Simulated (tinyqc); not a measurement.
# Free and trapped electrons in a MOS channel with a dense trap tail: free and trapped charge against gate voltage

p-type body, charge-sheet picture, full ionisation (an idealisation for deep acceptors), Boltzmann statistics for free electrons. e = Ec - EF at the surface. Acceptor-like traps of density D(E) = D0 + De exp(-E/Ew) at depth E below Ec, from 0 to Eu, hold n_t = integral of D(E)/(1 + exp((e - E)/Vt)). psi = Eg - Vt ln(Nv/Na) - e; N_dep = sqrt(2 eps0 eps_r Na (psi - Vt)/q); n_f = sqrt(N_dep^2 + 2 eps0 eps_r Vt Nc exp(-e/Vt)/q) - N_dep; Vg = Vfb + psi + q (N_dep + n_t + n_f)/Cox, Cox = eps0 eox/tox.

Free share n_f/(n_f + n_t); swing ln 10 n_f/(dn_f/dVg); field-effect mobility mf q (dn_f/dVg)/Cox, for a constant mf; oxide field q (N_dep + n_t + n_f)/(eps0 eox).

Parameters, values chosen for the exercise; band and dielectric values close to those of 4H silicon carbide:
```
symbol    value         unit                                             meaning
T           300            K                                         temperature
Eg         3.21           eV                                            band gap
eps_r      9.76                                            relative permittivity
Nc      1.67e19        cm^-3              conduction-band density of states at T
Nv      2.46e19        cm^-3                 valence-band density of states at T
eox         3.9                           relative permittivity of the insulator
tox          36           nm                                 insulator thickness
Na       5.2e15        cm^-3                                    acceptor density
Vfb       -2.02            V            flat-band voltage without trapped charge
D0       1.4e10  cm^-2 eV^-1  constant background density of acceptor-like traps
De       6.2e12  cm^-2 eV^-1          density of the tail at the conduction edge
Ew         0.11           eV                            decay energy of the tail
Eu          0.6           eV        depth below Ec down to which the traps reach
mf          230   cm^2/(V s)                          mobility of free electrons
```

Constants: q = 1.602176634e-19 C, kB = 1.380649e-23 J/K, Vt = kB T/q, eps0 = 8.8541878128e-14 F/cm where lengths are in cm. Results are converted to the units shown.

Results:

| Vg (V) | e (eV) | n_f (cm^-2) | n_t (cm^-2) | free share (%) | swing (mV/decade) | field-effect mobility (cm^2/(V s)) | oxide field (MV/cm) |
|---|---|---|---|---|---|---|---|
| 1.2 | 0.4266 | 4.202e5 | 1.499e10 | 0.002804 | 82.71 | 0.004494 | 0.1820 |
| 1.9 | 0.1388 | 2.642e10 | 2.145e11 | 10.97 | 366.7 | 63.73 | 0.2965 |
| 3.3 | 0.04688 | 5.563e11 | 4.613e11 | 54.67 | 2695 | 182.6 | 0.6599 |
| 4.1 | 0.02626 | 9.547e11 | 5.281e11 | 64.38 | 4253 | 198.6 | 0.8764 |
| 4.8 | 0.01284 | 1.325e12 | 5.679e11 | 70.00 | 5652 | 207.4 | 1.067 |
| 5.5 | 0.001984 | 1.709e12 | 5.960e11 | 74.14 | 7084 | 213.4 | 1.259 |
| 6.2 | -0.007116 | 2.102e12 | 6.162e11 | 77.33 | 8546 | 217.5 | 1.450 |
| 6.9 | -0.01493 | 2.501e12 | 6.309e11 | 79.85 | 1.003e4 | 220.4 | 1.643 |

Estimate the missing row, Vg = 2.6 V.

Computed row:

| Vg (V) | e (eV) | n_f (cm^-2) | n_t (cm^-2) | free share (%) | swing (mV/decade) | field-effect mobility (cm^2/(V s)) | oxide field (MV/cm) |
|---|---|---|---|---|---|---|---|
| 2.6 | 0.07483 | 2.452e11 | 3.720e11 | 39.73 | 1398 | 155.1 | 0.4732 |

With this row back in the table: n_f reaches 1e11 cm^-2 at Vg = 2.20 V, against 1.71 V without traps. The free share rises from 0.00280 to 79.9 % and the field-effect mobility rises from 0.00449 to 220 cm^2/(V s), although mf = 230 is constant: in the last row 95.8 % of Cox dVg goes into free electrons. The swing in the first row is 82.7 mV a decade (Vt ln 10 = 59.5). For Vg = 3.3, 4.1, 4.8, 5.5, 6.2, 6.9 EF lies less than 2 Vt below the band edge, or above it, where degeneracy and confinement, left out, matter.

Program tinyqc, `OMP_NUM_THREADS=1 python tinyqc.py 2222216 2222217 out.jsonl`; Intel Xeon 2.30GHz, shared host, one thread, about 0.02 s.
